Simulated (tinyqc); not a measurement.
# From zero-point volume change back to Grueneisen parameter gamma_O

Model: quasi-harmonic thermal expansion with mode Grueneisen parameters. Computed by tinyqc, a small Python program. Command: `OMP_NUM_THREADS=1 python tinyqc.py 3004564 3004565 out.jsonl qha inv`. One thread of a shared host (Intel(R) Xeon(R) Processor @ 2.30GHz), about 0.1 s of CPU time with the checks.

A crystal with two atoms a cell; per atom there are 1 transverse acoustic (TA), 1/2 longitudinal acoustic (LA) and 3/2 optical (O) modes. Every frequency of group i scales as nu_i (V/V0)^(-gamma_i). The acoustic groups have Debye spectra, density 3 nu^2/nu_i^3 up to nu_i (40 Gauss-Legendre points); the optical group has one frequency. Static energy: E = (9 V0 B0/16) [y^3 B' + y^2 (2 - 4 y)], y = (V0/V)^(2/3) - 1, with pressure P_s = (3 B0/2) (z^7 - z^5) [1 + (3/4)(B' - 4)(z^2 - 1)], z = (V0/V)^(1/3).

Inputs (values chosen for the exercise, modelled on magnesium oxide):
```
quantity                       value             unit
static volume V0                9.34  angstrom^3/atom
static bulk modulus B0           165              GPa
static B'                       4.09                -
frequency nu_TA                 8.43              THz
frequency nu_LA                 12.5              THz
frequency nu_O                  14.7              THz
Grueneisen parameter gamma_TA    1.3                -
Grueneisen parameter gamma_LA    1.6                -
```

Acoustic groups: Debye.

Constants: h x 1 THz = 4.135667696 meV; k_B = 8.617333262e-05 eV/K; 1 eV/angstrom^3 = 160.2176634 GPa.

Method. Phonon pressure P_ph = sum_i gamma_i U_i/V. At T = 0, U_i is the zero-point energy (h nu/2 a mode); solve P_s + P_ph = 0.

Task: A run gave the result below. Find the Grueneisen parameter gamma_O, known to lie between 1.5 and 2.5.

zero-point volume change = 1.107463 %

Result:

Each step takes the trial c = (a f_b - b f_a)/(f_b - f_a), f being the result less the target and a, b, c the logarithms of the listed values; c replaces end b, the old b replaces a if the sign of f changed, and otherwise f_a is halved.

Scan of the range:
```
Grueneisen parameter gamma_O  zero-point volume change (%)
1.50                                               1.04967
1.63                                               1.11025
1.78                                               1.17978
1.94                                               1.25346
2.11                                               1.33114
2.30                                               1.41716
2.50                                               1.50671
```

False position (Illinois rule, in the logarithm of the input) inside the bracket:
```
step    end a    end b    trial  zero-point volume change (%)
1     1.50000  1.63000  1.62377                       1.10736
2     1.63000  1.62377  1.62400                       1.10746
3     1.63000  1.62400  1.62400                       1.10746
4     1.62400  1.62400  1.62400                       1.10746
```

Zero-point volume change rises at every point of a 13-point scan of the range (every second point is shown), so one value fits; it is bracketed by 1.50 and 1.63. Answer: Grueneisen parameter gamma_O = 1.624.
